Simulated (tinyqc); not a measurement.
Octagonal on-chip spiral inductor, lumped pi model: one step of the calculation.

Outer diameter do = di + 2 n wd + 2 (n - 1) sp, mean da = (do + di)/2, fill p = (do - di)/(do + di), length l = 3.314 n da. L = 2.25 mu0 n^2 da/(1 + 3.55 p), mu0 = 4 pi 1e-7 H/m. Rs = rho l/(wd delta (1 - exp(-th/delta))), delta = sqrt(rho/(pi f mu0)). Cs = n wd^2 eps0 eo/hu across the coil. At each end Cox = l wd eps0 eo/(2 ho) leads to the substrate branch Rsi = 2 rs he/(l wd) in parallel with Csi = l wd eps0 11.7/(2 he). With one end grounded Y = 1/(Rs + i w L) + i w Cs + 1/[1/(i w Cox) + 1/(1/Rsi + i w Csi)], w = 2 pi f; Q = -Im Y/Re Y. Eddy currents in neighbouring turns and in the substrate are left out.

Question. Geometry and model elements. do, l, L, delta, Rs, Cs, Cox, Rsi and Csi as defined.

Values chosen for this exercise; values of the order met in silicon radio-frequency processes:

| symbol | value | unit | meaning |
|---|---|---|---|
| n | 4.5 |  | number of turns |
| wd | 20 | um | line width |
| sp | 2 | um | space between turns |
| di | 80 | um | inner diameter |
| th | 2 | um | metal thickness |
| rho | 1.9 | uohm cm | metal resistivity |
| ho | 7.9 | um | oxide below the coil |
| hu | 1.3 | um | oxide between coil and underpass |
| eo | 3.9 |  | relative permittivity of the oxide |
| rs | 10 | ohm cm | substrate resistivity |
| he | 50 | um | effective spreading depth in the substrate |
| f | 1 | GHz | frequency |

Constants: eps0 = 8.8541878128e-12 F/m. Results are converted to the units shown.

Give: do; l; L; delta; Rs; Cs; Cox; Rsi; Csi.

Answer.

do = 274.0 um
l = 2640 um
L = 3.441 nH
delta = 2.194 um
Rs = 1.911 ohm
Cs = 47.81 fF
Cox = 115.4 fF
Rsi = 189.4 ohm
Csi = 54.69 fF

Program tinyqc, `OMP_NUM_THREADS=1 python tinyqc.py 2302024 2302025 out.jsonl`; Intel Xeon 2.30GHz, shared host, one thread, about 0.01 s.
